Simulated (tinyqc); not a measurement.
# Read current of a NAND string, cells in series solved by shooting: two studies

Cells in series, numbered from 0 at the source line (0 V) to the bit line, each followed by a gap resistance Rg. A cell with gate Vg, threshold VT, source Vs and drain Vd passes I = 2 nf K Vt^2 [F(Vs) - F(Vd)]/(1 + th max(Vg - VT, 0)), F(V) = ln^2(1 + exp((Vg - VT - nf V)/(2 nf Vt))). The selected cell has Vg = Vr, the others Vg = Vp.

Values chosen for this exercise; values of the order met in vertical NAND strings:
```
symbol,value,unit,meaning
T,300,K,temperature
K,9.8,uA/V^2,gain factor of a cell
nf,1.5,,slope factor
th,0.09,1/V,mobility reduction factor
Rg,18,kohm,resistance of the gap between cells
Vbl,0.3,V,bit-line voltage
Vp,6.7,V,pass voltage
Ve,-0.9,V,threshold of an erased cell
Vh,3.3,V,threshold of the highest state
Vx,1.1,V,threshold of the selected cell
Is,10,nA,sensing current
Vr,1.66,V,read voltage on the selected word line
```

Constants: q = 1.602176634e-19 C, kB = 1.380649e-23 J/K, Vt = kB T/q. Results are converted to the units shown.

Each table varies one quantity; the others keep the values above.

## Read current against the number of cells

For a trial current I start at 0 V and, cell by cell, solve for the drain: sqrt(F(Vd)) = sqrt(F(Vs) - I/k), k = 2 nf K Vt^2/(1 + th max(Vg - VT, 0)), Vd = [Vg - VT - 2 nf Vt ln(exp(sqrt F) - 1)]/nf, then add I Rg. The string current is the I for which the last node reaches Vbl. The apparent threshold is the Vr at which I = Is. Background: all other cells erased (VT = Ve) or all in the highest state (VT = Vh); ratio and shift are high over erased and high minus erased. The selected cell is in the middle, cell n/2.

Read current against the number of cells:
```
n,"I, others erased (uA)","I, others high (uA)",ratio,"apparent VT, erased (V)","apparent VT, high (V)",background shift (mV)
8,0.4707,0.3905,0.8297,1.106,1.107,1.001
16,0.3111,0.2414,0.7760,1.108,1.110,2.004
32,0.1849,0.1364,0.7379,1.113,1.117,4.016
64,0.1019,0.07287,0.7148,1.123,1.131,8.064
96,0.07036,0.04970,0.7064,1.133,1.145,12.15
128,0.05371,0.03771,0.7021,1.142,1.159,16.26
192,0.03646,0.02543,0.6976,1.162,1.187,24.64
```

Read the table: what changes, and by how much?

With erased neighbours the current falls from 0.471 to 0.0365 uA, as n^(-0.60) between the first two rows and n^(-0.96) between the last two (-1 once the series resistance rules). The ratio falls from 0.830 to 0.698 and the background shift rises from 1.00 to 24.6 mV.

## Effect of the bit-line voltage

Same model as above.

The string has 64 cells and the selected one is cell 32.

Results:
```
Vbl (V),"I, others erased (uA)","I, others high (uA)",ratio,"apparent VT, erased (V)","apparent VT, high (V)",background shift (mV)
0.1,0.03556,0.02565,0.7214,1.128,1.139,11.01
0.2,0.06974,0.05003,0.7174,1.123,1.131,8.135
0.4,0.1309,0.09361,0.7151,1.123,1.131,8.062
0.5,0.1539,0.1111,0.7222,1.123,1.131,8.062
0.6,0.1658,0.1229,0.7413,1.123,1.131,8.062
0.7,0.1679,0.1270,0.7564,1.123,1.131,8.062
0.8,0.1680,0.1275,0.7586,1.123,1.131,8.062
```

Estimate the missing row, Vbl = 0.3 V.

Computed row:
```
Vbl (V),"I, others erased (uA)","I, others high (uA)",ratio,"apparent VT, erased (V)","apparent VT, high (V)",background shift (mV)
0.3,0.1019,0.07287,0.7148,1.123,1.131,8.064
```

With this row back in the table: As Vbl goes from 0.1 to 0.8 V, the current with erased neighbours rises from 0.0356 to 0.168 uA, that with high neighbours rises from 0.0257 to 0.127 uA and the ratio goes from 0.721 through a minimum of 0.715 (at Vbl = 0.3 among the rows listed) to 0.759. The background shift falls from 11.0 to 8.06 mV.

Computed by the program tinyqc: `OMP_NUM_THREADS=1 python tinyqc.py 2142169 2142170 out.jsonl`, one thread of a shared Intel Xeon 2.30GHz, about 0.6 s for the whole run.
